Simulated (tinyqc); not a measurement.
Gated graphene: carriers, quantum capacitance and optical conductivity: sweeps and comparisons. A value that a table varies takes the place of the one given here.

Cones E = +/- hv |k|, four flavours, D(E) = 2|E|/(pi hv^2). n = (2/pi)(kT/hv)^2 F_1(mu/kT), p = (2/pi)(kT/hv)^2 F_1(-mu/kT), in 1/angstrom^2 (1e16 for 1/cm^2); F_1(eta) = integral_0^infinity x dx/(1 + exp(x - eta)). Cq/e^2 = d(n - p)/d mu = (2 kT/(pi hv^2)) ln(2 + 2 cosh(mu/kT)).

Gate: V = mu/e + e (n - p)/Cox with Cox/e^2 = k/(4 pi e2 t), t in angstrom, e2 = e^2/(4 pi eps0); 1/(eV angstrom^2) in C/e^2 equals 1602.176634 microfarad/cm^2; total 1/C = 1/Cox + 1/Cq.

Conductivity over sigma0 = e^2/(4 hbar): interband Re = sinh(E/2kT)/(cosh(mu/kT) + cosh(E/2kT)); intraband Re = (8 kT/pi) ln(2 cosh(mu/2kT)) Gm/(E^2 + Gm^2). A free sheet absorbs about pi alpha_f Re(sigma/sigma0), alpha_f the fine-structure constant (alpha among the constants).

Constants: kB = 8.617333262e-05 eV/K; e^2/(4 pi eps0) = 14.39964547 eV angstrom; fine-structure constant alpha = 0.007297352564.

Inputs chosen for the exercise (Fermi velocity near that of graphene, gate dielectric near SiO2; the results hold for these values, not for the real material):
- hv = 6.41 eV angstrom (hbar vF)
- T = 300 K
- k = 3.99 (dielectric constant of the gate layer)
- t = 10 nm (its thickness)
- Gm = 2 meV (intraband damping)
- V = -2.45 V (gate voltage from the neutrality point)

## Gate sweep

Results:
```
V (V)  mu (eV)  n - p (1/cm^2)  n + p (1/cm^2)  Cq (microfarad/cm^2)  C/Cox  Cox V/e (1/cm^2)
0       0.0000               0        1.70e+11                 0.890  0.716                 0
0.073   0.0202        1.16e+11        2.02e+11                 0.985  0.736          1.61e+11
0.20    0.0496        3.32e+11        3.61e+11                  1.41  0.799          4.41e+11
0.49    0.0954        8.70e+11        8.75e+11                  2.40  0.872          1.08e+12
0.98    0.1467        1.84e+12        1.84e+12                  3.65  0.912          2.16e+12
1.7     0.2012        3.30e+12        3.31e+12                  4.99  0.934          3.75e+12
2.5     0.2488        4.96e+12        4.96e+12                  6.18  0.946          5.51e+12
3.7     0.3072        7.48e+12        7.48e+12                  7.63  0.956          8.16e+12
5.4     0.3753        1.11e+13        1.11e+13                  9.32  0.963          1.19e+13
```

What can be read from the table?

At neutrality n + p = 1.70e+11 1/cm^2 of thermal carriers remain and C/Cox = 0.716; at the last row C/Cox = 0.963 and the plain capacitor rule overstates n - p by 7.5 %. Between the last two rows mu goes as V^0.53; for |mu| well above kT the limits are 1/2 where Cox is small against Cq and 1 where it is large.

## Absorption spectrum

mu = -0.24603 eV

Results:
```
E (eV)  interband  intraband  absorption (%)
0.049      0.0002     0.2605           0.598
0.098      0.0005     0.0652           0.151
0.172      0.0020     0.0212           0.053
0.246      0.0085     0.0104           0.043
0.344      0.0540     0.0053           0.136
0.418      0.1927     0.0036           0.450
0.492      0.4997     0.0026           1.151
0.566      0.8069     0.0020           1.854
0.640      0.9459     0.0015           2.172
0.787      0.9967     0.0010           2.287
0.984      0.9999     0.0006           2.294
1.476      1.0000     0.0003           2.293
```

How do the results move?

The edge lies at 2|mu| = 0.492 eV and, for |mu| above about 3 kT (here 9.5), rises from 10 % to 90 % over about 8.8 kT = 0.227 eV. The absorption is lowest, 0.043 %, at 0.246 eV of those listed, between the Drude tail and the edge; at the last row it is 2.293 % against pi alpha_f = 2.293 %. The thin-sheet formula fails where the absorption is large, and trigonal warping matters above about 1.5 eV.

## What moves the Fermi level

All results formed anew. Each row changes one parameter from the base and keeps the others.

Results:
```
case                   mu (eV)  n - p (1/cm^2)   C/Cox
base                   -0.2460      -4.860e+12  0.9453
V = -3.185 V           -0.2835      -6.398e+12  0.9522
t = 7 nm               -0.2925      -6.796e+12  0.9350
k = 4.79               -0.2689      -5.774e+12  0.9403
hv = 7.05 eV angstrom  -0.2699      -4.807e+12  0.9400
T = 400 K              -0.2427      -4.867e+12  0.9446
```

How do the results move?

The largest shifts from the base row, up to three for each result and ties (the steps differ in size, so this ranks the rows, not the parameters). mu (eV): t -0.0464, V -0.0375, hv -0.0239. n - p (1/cm^2): t -1.94e+12, V -1.54e+12, k -9.14e+11. C/Cox: t -0.0103, V +0.0069, hv -0.0053.

(tinyqc, `OMP_NUM_THREADS=1 python tinyqc.py 1650264 1650265 out.jsonl`, Intel(R) Xeon(R) Processor @ 2.30GHz, 1 thread, shared host, about 0.01 s.)
